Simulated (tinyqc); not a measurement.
Electron mobility in a silicon inversion layer, empirical terms and Matthiessen rule: one step of the calculation.

Inversion layer of sheet density Ns on a uniformly doped body, under a high-permittivity gate with an interlayer. The mobility terms are empirical power laws with prefactors chosen for the exercise; adding their inverses (Matthiessen) is itself an approximation.

Problem. Split C-V extraction. Q(Vg) is the trapezoid sum of Cgc from the first point (where Q is taken as 0); mu_eff = I/((W/L) Q Vd); mu_FE = (dI/dVg)/((W/L) Cox Vd) with a backward difference. Listed from point 4 on.

Parameters, values chosen for the exercise; material values close to those of silicon: gate capacitance Cox = 1.01 uF/cm^2; ratio W/L WL = 20; drain voltage Vd = 0.05 V.

| point | Vg (V) | Cgc (uF/cm^2) | I (uA) |
|---|---|---|---|
| 0 | 0.1 | 0.0047017603 | 9.4580471e-5 |
| 1 | 0.2 | 0.033319153 | 0.0048492600 |
| 2 | 0.3 | 0.20124829 | 0.20214590 |
| 3 | 0.4 | 0.65121638 | 3.5930014 |
| 4 | 0.5 | 0.93907006 | 17.144217 |
| 5 | 0.6 | 0.99964850 | 37.729816 |
| 6 | 0.7 | 1.0085682 | 60.077872 |
| 7 | 0.8 | 1.0098035 | 82.214729 |
| 8 | 0.9 | 1.0099731 | 103.48802 |
| 9 | 1 | 1.0099963 | 123.66849 |
| 10 | 1.1 | 1.0099995 | 142.68621 |
| 11 | 1.2 | 1.0099999 | 160.53991 |
| 12 | 1.3 | 1.0100000 | 177.25973 |

Give: Q; mu_eff; mu_FE.

Solution.

| point | Q (uC/cm^2) | mu_eff (cm^2/(V s)) | mu_FE (cm^2/(V s)) |
|---|---|---|---|
| 4 | 0.1358 | 126.3 | 134.2 |
| 5 | 0.2327 | 162.1 | 203.8 |
| 6 | 0.3331 | 180.4 | 221.3 |
| 7 | 0.4340 | 189.4 | 219.2 |
| 8 | 0.5350 | 193.4 | 210.6 |
| 9 | 0.6360 | 194.4 | 199.8 |
| 10 | 0.7370 | 193.6 | 188.3 |
| 11 | 0.8380 | 191.6 | 176.8 |
| 12 | 0.9390 | 188.8 | 165.5 |

At the last point mu_FE is 12 % below mu_eff: where the mobility falls with gate voltage the slope of I understates it.

tinyqc, about 0.01 s, one thread, Intel Xeon 2.30GHz (shared host): `OMP_NUM_THREADS=1 python tinyqc.py 2510106 2510107 out.jsonl`
